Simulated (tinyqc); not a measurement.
Three-band tight binding of a dichalcogenide monolayer: one step. Closed forms at K and Gamma. Four cases, with inputs chosen for the exercise.

Task: Three-band model of dz2 (level e1) and dxy, dx2-y2 (level e2), spin sz = +/-1; t1 and t2 drop out at these points. At K: e2 - (3/2)(t11 + t22) - 3 sqrt3 t12 + lam sz (valence), e1 - 3 t0 (conduction), e2 - (3/2)(t11 + t22) + 3 sqrt3 t12 - lam sz. At Gamma: e1 + 6 t0 (valence) and e2 + 3 (t11 + t22) -/+ lam.

Case 1.

Values chosen (near a published set for monolayer MoTe2; the results hold for these values, not for the real material): e1 = 0.6 eV (level of dz2); e2 = 1.983 eV (level of dxy and dx2-y2); t0 = -0.172 eV (hopping); t11 = 0.212 eV (hopping); t12 = 0.24 eV (hopping); t22 = 0.253 eV (hopping); lam = 0.109 eV (spin-orbit constant).

Case 2.

Values chosen (near a published set for monolayer WS2; the results hold for these values, not for the real material): e1 = 1.117 eV (level of dz2); e2 = 2.293 eV (level of dxy and dx2-y2); t0 = -0.21 eV (hopping); t11 = 0.281 eV (hopping); t12 = 0.391 eV (hopping); t22 = -0.061 eV (hopping); lam = 0.209 eV (spin-orbit constant).

Case 3.

Values chosen (near a published set for monolayer MoS2; the results hold for these values, not for the real material): e1 = 1.052 eV (level of dz2); e2 = 2.081 eV (level of dxy and dx2-y2); t0 = -0.187 eV (hopping); t11 = 0.216 eV (hopping); t12 = 0.331 eV (hopping); t22 = 0.057 eV (hopping); lam = 0.074 eV (spin-orbit constant).

Case 4.

Values chosen (near a published set for monolayer MoS2; the results hold for these values, not for the real material): e1 = 1.051 eV (level of dz2); e2 = 2.107 eV (level of dxy and dx2-y2); t0 = -0.188 eV (hopping); t11 = 0.214 eV (hopping); t12 = 0.336 eV (hopping); t22 = 0.056 eV (hopping); lam = 0.071 eV (spin-orbit constant).

Give: a table of point, band 1, band 2, band 3; smallest direct gap at K; Ev(K) - Ev(Gamma).

Result:

Case 1.

Levels (eV):
```
point          band 1  band 2  band 3
K, spin up     0.1474  1.1160  2.4236
K, spin down  -0.0706  1.1160  2.6416
Gamma         -0.4320  3.2690  3.4870
```

smallest direct gap at K = 0.9686 eV
Ev(K) - Ev(Gamma) = 0.5794 eV

Of the two points, the valence band is higher at K, by 579 meV. The dz2 conduction state at K has no atomic orbital angular momentum (Lz = 0) and is not split at this order.

Case 2.

Levels (eV):
```
point          band 1  band 2  band 3
K, spin up     0.1403  1.7470  3.7857
K, spin down  -0.2777  1.7470  4.2037
Gamma         -0.1430  2.7440  3.1620
```

smallest direct gap at K = 1.6067 eV
Ev(K) - Ev(Gamma) = 0.2833 eV

Of the two points, the valence band is higher at K, by 283 meV. The dz2 conduction state at K has no atomic orbital angular momentum (Lz = 0) and is not split at this order.

Case 3.

Levels (eV):
```
point          band 1  band 2  band 3
K, spin up     0.0256  1.6130  3.3174
K, spin down  -0.1224  1.6130  3.4654
Gamma         -0.0700  2.8260  2.9740
```

smallest direct gap at K = 1.5874 eV
Ev(K) - Ev(Gamma) = 0.0956 eV

Of the two points, the valence band is higher at K, by 96 meV. The dz2 conduction state at K has no atomic orbital angular momentum (Lz = 0) and is not split at this order.

Case 4.

Levels (eV):
```
point          band 1  band 2  band 3
K, spin up     0.0271  1.6150  3.3769
K, spin down  -0.1149  1.6150  3.5189
Gamma         -0.0770  2.8460  2.9880
```

smallest direct gap at K = 1.5879 eV
Ev(K) - Ev(Gamma) = 0.1041 eV

Of the two points, the valence band is higher at K, by 104 meV. The dz2 conduction state at K has no atomic orbital angular momentum (Lz = 0) and is not split at this order.

Computed by tinyqc, one run a case: `OMP_NUM_THREADS=1 python tinyqc.py N N+1 out.jsonl` with N = 1481004, 1481127, 1481325, 1481344; one thread of a shared Intel(R) Xeon(R) Processor @ 2.30GHz, about 0.01 s a run at most.
